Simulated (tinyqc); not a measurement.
One-electron ion in a basis of Gaussians, step by step. One step of it, computed by the program tinyqc.

Task: Generalised eigenproblem. Solve H C = S C e through S^(-1/2); each column has its largest component positive (the first on a tie).

H = T + V (hartree):
```
           1          2
1  -0.024526  -0.025182
2  -0.025182  -0.029263
```

S:
```
          1         2
1  1.000000  0.922377
2  0.922377  1.000000
```

Give: eigenvalues of S; eigenvalues; coefficients.

Result:

eigenvalues of S: 0.078  1.922

eigenvalues (hartree): -0.031  -0.018

coefficients:
```
        1       2
1  -0.990   2.392
2   1.837  -1.824
```

For Z = 1 and l = 2 the exact lowest level is -Z^2/(2 n^2) with n = l + 1: -0.055556 hartree.
